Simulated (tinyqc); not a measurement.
Comparisons within one model: band offset of a heterojunction with an interface dipole (two-band chains, self-consistent charge). A value that a table varies takes the place of the one given here.

Sites alternate A, C. Left: A at -G1/2, C at +G1/2, hopping -t1; right: A at D - G2/2, C at D + G2/2, hopping -t2; the bonds across the two interfaces of a ring (C left to A right, C right to A left) have -sqrt(t1 t2). D is the offset of the mid-gaps, so Ev(right) - Ev(left) = D - (G2 - G1)/2 and Ec(right) - Ec(left) = D + (G2 - G1)/2. The closing bond has its sign reversed (antiperiodic ring). Half the levels are filled with two electrons each. The charge moved is q = (electrons on the left) less one a site; the mean over the two interfaces, q/2, is taken as the charge that crosses each, and its dipole opposes the offset: D = D0 - u q/2.

From here on the ring has 24 cells a side.

Values chosen for the exercise (gaps near those of InGaAs and InP; the chains and D0 are free models, so the offsets are not those of the real pair; shifted at random, so the results belong to these values and not to a real crystal): G1 = 0.77 eV (gap on the left); G2 = 1.31 eV (gap on the right); t1 = 1.83 eV (hopping on the left); t2 = 1.75 eV (hopping on the right); u = 8.5 eV (potential step per electron moved across); D0 = -0.38 eV (mid-gap of the right side above that of the left, without dipole).

## Where the moved charge sits

D = -0.11855 eV

Electrons in cell k from an interface at the self-consistent D, less those at D = 0. Interface 1 joins C left to A right, interface 2 C right to A left. The decay lengths 1/(2 kappa a) are those of mid-gap states, cosh(kappa a) = 1 + G^2/(8 t^2).

Change of the electron count:

| k | left of 1 | right of 1 | left of 2 | right of 2 |
|---|---|---|---|---|
| 1 | -0.01369 | 0.01773 | -0.01474 | 0.01903 |
| 2 | -0.00655 | 0.00673 | -0.00707 | 0.00726 |
| 3 | -0.00372 | 0.00288 | -0.00400 | 0.00311 |
| 4 | -0.00220 | 0.00127 | -0.00236 | 0.00137 |
| 5 | -0.00133 | 0.00057 | -0.00142 | 0.00061 |
| 6 | -0.00081 | 0.00026 | -0.00087 | 0.00028 |

decay lengths (cells): left 2.381, right 1.344

What can be read from the table?

Over six cells interface 1 moves -0.0283 electrons to the left side and +0.0294 to the right, interface 2 -0.0305 and +0.0317: each change is a dipole, and the two differ because the bonds join different sites. The first cells hold 54 % of it at interface 1. The tail is longer on the left, where the gap is smaller against the hopping: from k = 2 to 4 it falls by a factor 2.98, and pure mid-gap decay would give 2.32; the exponential carries a prefactor that falls as a power of the distance, so the first cells drop faster.

## Screening of the starting offset

chi = 0.517749 1/eV

D0 is varied; the self-consistent D is found by bisection. chi = dq/dD at D = 0; the linear rule is D = S D0 with S = 1/(1 + u chi/2). The gap of the junction closes (type III) at |D| = (G1 + G2)/2.

Against D0:

| 2 D0/(G1 + G2) | D0 (eV) | q at D0 | D (eV) | D/D0 | linear (eV) |
|---|---|---|---|---|---|
| -0.85 | -0.884 | -0.5314 | -0.2739 | 0.3098 | -0.2762 |
| -0.55 | -0.572 | -0.3130 | -0.1781 | 0.3114 | -0.1787 |
| -0.30 | -0.312 | -0.1641 | -0.0974 | 0.3121 | -0.0975 |
| -0.15 | -0.156 | -0.0811 | -0.0487 | 0.3124 | -0.0487 |
| 0.10 | 0.104 | 0.0539 | 0.0325 | 0.3124 | 0.0325 |
| 0.25 | 0.260 | 0.1361 | 0.0812 | 0.3122 | 0.0812 |
| 0.50 | 0.520 | 0.2817 | 0.1620 | 0.3116 | 0.1625 |
| 0.80 | 0.832 | 0.4895 | 0.2580 | 0.3101 | 0.2600 |
| 0.95 | 0.988 | 0.6307 | 0.3055 | 0.3092 | 0.3087 |

What can be read from the table?

D/D0 lies between 0.309 and 0.312, against S = 0.312 from chi at D = 0; the linear rule misses by at most 3 meV. q is odd in D. Most of the starting offset is screened, which draws the neutrality levels together.

## Wider gaps screen less

G2 is varied. chi = (q(+0.01) - q(-0.01))/0.02 at D = 0, S = 1/(1 + u chi/2).

Against G2:

| G2 (eV) | chi (1/eV) | S |
|---|---|---|
| 0.7 | 0.72425 | 0.2452 |
| 1.1 | 0.57371 | 0.2908 |
| 1.5 | 0.47554 | 0.3310 |
| 2.3 | 0.35019 | 0.4019 |
| 3.4 | 0.24766 | 0.4872 |
| 5.5 | 0.14163 | 0.6243 |
| 7.0 | 0.09940 | 0.7030 |
| 9.0 | 0.06468 | 0.7844 |

How do the results move?

chi falls from 0.7242 to 0.0647 1/eV, a factor 11.2, and S rises from 0.245 to 0.784: charge crosses through the tails of states that tunnel into the other gap, and these shorten as the gap widens. u is kept fixed, though a wider gap also screens less and would raise it.

## What each parameter does

Self-consistent D by bisection, q there, and the two offsets. Each row changes one parameter from the base and keeps the others.

Results:

| case | D (eV) | q | valence offset (eV) | conduction offset (eV) |
|---|---|---|---|---|
| base | -0.1186 | -0.0615 | -0.3886 | 0.1514 |
| G1 = 0.885 eV | -0.1232 | -0.0604 | -0.3357 | 0.0893 |
| G2 = 1.506 eV | -0.1258 | -0.0598 | -0.4938 | 0.2422 |
| t1 = 2.104 eV | -0.1186 | -0.0615 | -0.3886 | 0.1514 |
| t2 = 2.012 eV | -0.1186 | -0.0615 | -0.3886 | 0.1514 |
| D0 = -0.437 eV | -0.1363 | -0.0708 | -0.4063 | 0.1337 |
| u = 9.775 eV | -0.1075 | -0.0558 | -0.3775 | 0.1625 |

What can be read from the table?

The largest shifts from the base row, up to three for each result and ties (the steps differ in size, so this ranks the rows, not the parameters). D (eV): D0 -0.0177, u +0.0111, G2 -0.0073; unchanged at the printed digits by t1 and t2. q: D0 -0.0092, u +0.0058, G2 +0.0017; unchanged at the printed digits by t1 and t2. valence offset (eV): G2 -0.1053, G1 +0.0529, D0 -0.0177; unchanged at the printed digits by t1 and t2. conduction offset (eV): G2 +0.0907, G1 -0.0621, D0 -0.0177; unchanged at the printed digits by t1 and t2.

tinyqc: `OMP_NUM_THREADS=1 python tinyqc.py 1481555 1481556 out.jsonl`; about 0.3 s, one thread, shared Intel(R) Xeon(R) Processor @ 2.30GHz.
